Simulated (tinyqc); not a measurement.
Inside a calculation: Lorentz oscillators and the Kramers-Kronig relations. Values are carried at full precision from step to step, so a last printed digit may differ when a step is redone from the rounded ones.

eps(E) = 1 + sum_j S_j/(E0_j^2 - E^2 - i G_j E).

Constants: hbar c = 1973.269805 eV angstrom; hbar^2/2m0 = 3.80998211 eV angstrom^2; e^2/(4 pi eps0) = 14.39964547 eV angstrom.

Inputs chosen for the exercise: E0 = (4.53) eV (resonances); G = (0.72) eV (widths); S = (102.5) eV^2 (strengths); E = 1.41 eV (photon energy); h = 0.25 eV (grid step); M = 30 (grid points E_j = j h); i = 7 (grid index at which eps1 is wanted).

## Dielectric function at one energy

Evaluate each oscillator and the sum.

terms: [5.5142+0.3021i]

eps(E) = 6.5142+0.3021i
eps(0) = 5.9949

## Optical constants

n + i k = sqrt(eps1 + i eps2) with k >= 0; R = ((n - 1)^2 + k^2)/((n + 1)^2 + k^2) at normal incidence from vacuum; alpha = 2 E k/(hbar c), times 1e8 for 1/cm; loss function Im(-1/eps) = eps2/(eps1^2 + eps2^2).

Convert eps at the photon energy E into the optical constants.

n = 2.5530
k = 0.0592
R = 0.1913
alpha = 8.45e+03 1/cm
loss function = 0.0071
vacuum wavelength hc/E (hc = 1239.841984 eV nm) = 879.3 nm

The intensity falls to 1/e within 1.18e+03 nm.

## Absorptive part on the grid

Tabulate eps2 at E_j = j h.

eps2(E_j), j = 1 .. M: [0.0441, 0.0898, 0.1389, 0.1934, 0.2561, 0.3305, 0.4215, 0.5367, 0.6873, 0.8917, 1.1810, 1.6114, 2.2920, 3.4551, 5.6479, 10.2739, 20.3572, 31.4162, 22.0965, 11.1743, 6.0660, 3.6787, 2.4328, 1.7145, 1.2670, 0.9709, 0.7656, 0.6176, 0.5077, 0.4239]

## eps1 at one grid point

Kramers-Kronig: eps1(E) = 1 + (2/pi) P integral_0^infinity E1 eps2(E1)/(E1^2 - E^2) dE1. Maclaurin rule on the grid E_j = j h, j = 1 .. M: eps1(E_i) = 1 + (4 h/pi) sum over j with j - i odd of E_j eps2(E_j)/(E_j^2 - E_i^2); nothing is added above E_M.

List the terms E_j eps2_j/(E_j^2 - E_i^2) for j - i odd, add them and form eps1.

terms in order of j (1/eV): [-0.0160, -0.0938, -0.6101, 1.1450, 0.6994, 0.8142, 1.3162, 3.1765, 8.2253, 2.5468, 0.7442, 0.3123, 0.1610, 0.0941, 0.0598]

sum = 18.575 1/eV
eps1(E_i) = 6.913

The oscillator formula gives 6.841 at E_i = 1.75 eV. The rule samples every 2h = 0.5 eV against a narrowest width of 0.72 eV and stops at 7.5 eV; coarse sampling and the missing tail make the difference.

## The f-sum on the grid

W(E_M) = (2/pi) h sum_j E_j eps2_j, with half weight on the last point; the full integral equals sum S_j = (hbar omega_p)^2, and the electron density follows from (hbar omega_p)^2 = 8 pi c (e^2/(4 pi eps0)) N with c = hbar^2/2m0.

W(E_M) = 94.02 eV^2
sum S = 102.50 eV^2
share reached on this grid (a step near the line widths can inflate it) = 0.917
hbar omega_p = 10.124 eV
N = 7.43e+22 1/cm^3

## Checks

- The value of eps1 at 1.440 eV from a fine, long grid (with the tail of eps2 ~ 1/E^3 added) against the oscillator formula: both 6.54.

Program tinyqc; command `OMP_NUM_THREADS=1 python tinyqc.py 1652192 1652193 out.jsonl`; about 0.2 s on one thread of a shared Intel(R) Xeon(R) Processor @ 2.30GHz.
